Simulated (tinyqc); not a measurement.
Changing the standard deviation sigma: current of a Schottky diode by thermionic-emission-diffusion theory, and its read-back from I-V-T and C-V data. Computed by tinyqc, a small Python program. Command: `OMP_NUM_THREADS=1 python tinyqc.py 3026460 3026461 out.jsonl schottky sweep`. One thread of a shared host (Intel(R) Xeon(R) Processor @ 2.30GHz), about 0.01 s of CPU time with the checks.

Full ionisation, no tunnelling, no recombination current. V is the voltage across the junction itself, forward positive.

Inputs (values chosen for the exercise, modelled on n-type GaN):
```
quantity,value,unit
Richardson constant A*,25.9,A/(cm^2 K^2)
"effective density of states at 300 K, N_c",2.3e+18,1/cm^3
permittivity eps,9.7,-
mobility mu,1100,cm^2/(V s)
barrier without image force phi_0 (mean),0.94,eV
doping N,3.6e+16,1/cm^3
junction voltage V,0.3,V
temperature T,300,K
"relative change of sigma^2 with bias, rho",0.47,1/V
```

Barrier: Gaussian spread of heights.

Constants: k_B = 8.617333262e-05 eV/K; e = 1.602176634e-19 C; eps_0 = 8.8541878128e-12 F/m.

Method:
- N_c(T) = N_c (T/300 K)^(3/2); V_bi = phi_0 - (k_B T/e) ln(N_c(T)/N); surface field F = sqrt(2 e N (V_bi - V - k_B T/e)/(eps eps_0)); image lowering d_phi = sqrt(e F/(4 pi eps eps_0)); effective barrier phi = phi_0 - d_phi - sigma^2 (1 - rho V)/(2 k_B T).
- Collection velocity v_R = A* T^2/(e N_c(T)); diffusion velocity v_D = mu F; J = e N_c(T) v_R/(1 + v_R/v_D) exp(-phi/k_B T) [exp(e V/k_B T) - 1].
- Ideality n = (e/k_B T)/(d ln J/dV) by a central difference of +/- 1 mV; J_0 = J exp(-e V/(n k_B T)); apparent barrier phi_IV = k_B T ln(A* T^2/J_0); a C-V plot gives phi_CV = phi_0, the mean without lowering.
- A least-squares line of ln(J_0/T^2) against 1/(k_B T) gives a barrier (minus the slope) and a Richardson constant (exp of the intercept).

One run for each value:
```
standard deviation sigma (meV),apparent barrier phi_IV (eV),ideality factor n,phi_CV - phi_IV (meV),Richardson constant from the plot (A/(cm^2 K^2))
10,0.89914,1.0202,40.86,2.0734e+01
25,0.88898,1.0252,51.02,1.3550e+01
40,0.87013,1.0346,69.87,6.1499e+00
55,0.84257,1.0487,97.43,1.9384e+00
70,0.80630,1.0678,133.70,4.2432e-01
85,0.76133,1.0924,178.67,6.4505e-02
100,0.70766,1.1234,232.34,6.8100e-03
115,0.64529,1.1616,294.71,4.9930e-04
130,0.57421,1.2085,365.79,2.5423e-05
```

Describe and explain the trends.

Over the rows, apparent barrier phi_IV (eV) falls from 0.899 to 0.574 (exponent d ln y / d ln x -0.012 between the first rows and -0.95 between the last); ideality factor n rises from 1.02 to 1.21 (exponent d ln y / d ln x 0.0053 between the first rows and 0.32 between the last); phi_CV - phi_IV (meV) rises from 40.9 to 366 (exponent d ln y / d ln x 0.24 between the first rows and 1.8 between the last). The gap between C-V and I-V barriers grows as sigma^2/(2 k_B T), since capacitance averages the barrier while current seeks its low parts.

Extremes, crossings and ranges named in words are read from the listed rows.
